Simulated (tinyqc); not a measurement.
Thinning the body: Gamma, L and X subbands of a thin body with non-parabolic valleys.

Hard walls, flat band, c = hbar^2/2m0, energies from the bulk Gamma edge. For a valley at angle theta to the normal 1/m_z = cos^2/ml + sin^2/mt and m_d = sqrt(ml mt^2/m_z). Subband n starts at E_v + e with e (1 + a e) = c (n pi/t)^2/m_z, and its density-of-states mass is taken as m_d (1 + 2 a e), without further growth at higher in-plane energy. Groups are named by valley and degeneracy.

n_i = g m/(2 pi c) kB T ln(1 + exp((EF - E_i)/kB T)), sum n_i = Ns (1e12/cm^2 = 1e-4/angstrom^2), c = hbar^2/2m0. Quantum capacitance Cq = 1602.176634 sum g m/(2 pi c) f_i in microfarad/cm^2 with f_i = 1/(1 + exp((E_i - EF)/kB T)); Cox = 34.5313/eot (one gate); C/Cox = Cq/(Cq + Cox), the centroid term left out.

Constants: hbar^2/2m0 = 3.80998211 eV angstrom^2; kB = 8.617333262e-05 eV/K.

Parameters, chosen for this exercise (near those of a thin InP channel; not measured data): face = 110 (surface); mG = 0.0808 m0 (Gamma mass); aG = 0.6 1/eV (Gamma non-parabolicity); EL = 0.591 eV (L edge above Gamma); mL = (1.58, 0.099) m0 (L valleys (four, along <111>): ml, mt); EX = 0.939 eV (X edge above Gamma); mX = (0.86, 0.263) m0 (X valleys (three, along <100>): ml, mt); aS = 0.6 1/eV (non-parabolicity of L and X); Ns = 8 x 1e12/cm^2 (sheet density); T = 300 K (temperature); eot = 6 angstrom (equivalent oxide thickness); ts = (18, 24, 30, 40, 55, 75, 110) angstrom (thicknesses).

Lowest edge of each valley type, the lowest group, the Gamma share and C/Cox, with n = 1 to 8 of all groups.

Results:
```
t (angstrom)  Gamma (eV)  L (eV)  X (eV)  lowest  Gamma share (%)  C/Cox
18                 0.924   0.952   1.189      G1             32.7  0.849
24                 0.595   0.810   1.088      G1             96.5  0.655
30                 0.414   0.737   1.037      G1             99.9  0.586
55                 0.142   0.637   0.969      G1            100.0  0.525
75                 0.079   0.616   0.955      G1            100.0  0.613
110                0.038   0.603   0.947      G1            100.0  0.666
```

Give the missing row, t (angstrom) = 40.

Computed row:
```
t (angstrom)  Gamma (eV)  L (eV)  X (eV)  lowest  Gamma share (%)  C/Cox
40                 0.253   0.676   0.995      G1            100.0  0.550
```

From 110 down to 18 angstrom Gamma rises by 0.89 eV, L by 0.35 and X by 0.24 eV, the light Gamma mass moving most. G1 stays lowest throughout. The Gamma share goes from 100 % to 33 %. C/Cox is 0.67 and 0.85 at the ends and lies between 0.53 and 0.85. Hard walls overstate the rise in the thinnest rows.

tinyqc: `OMP_NUM_THREADS=1 python tinyqc.py 1281714 1281715 out.jsonl`; about 0.03 s, one thread, shared Intel(R) Xeon(R) Processor @ 2.30GHz.
